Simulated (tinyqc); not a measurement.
Inside a calculation. Method: tight binding, dimerised chain. One step of it, computed by the program tinyqc.

Question. Bloch Hamiltonian at k. H_AA = +delta, H_BB = -delta, H_AB = -t1 - t2 exp(-i k a).

Parameters chosen for this model:
```
parameter     value                      unit
t1         0.670000       eV, inside the cell
t2         1.450000         eV, between cells
delta      0.480000  eV, +/- on the two sites
```

k point k (2 pi / a): 0.310000

Give: H(k) at k.

Answer.

H(k) at k (eV):
```
               A              B
A          0.480  -0.136+1.348i
B  -0.136-1.348i         -0.480
```
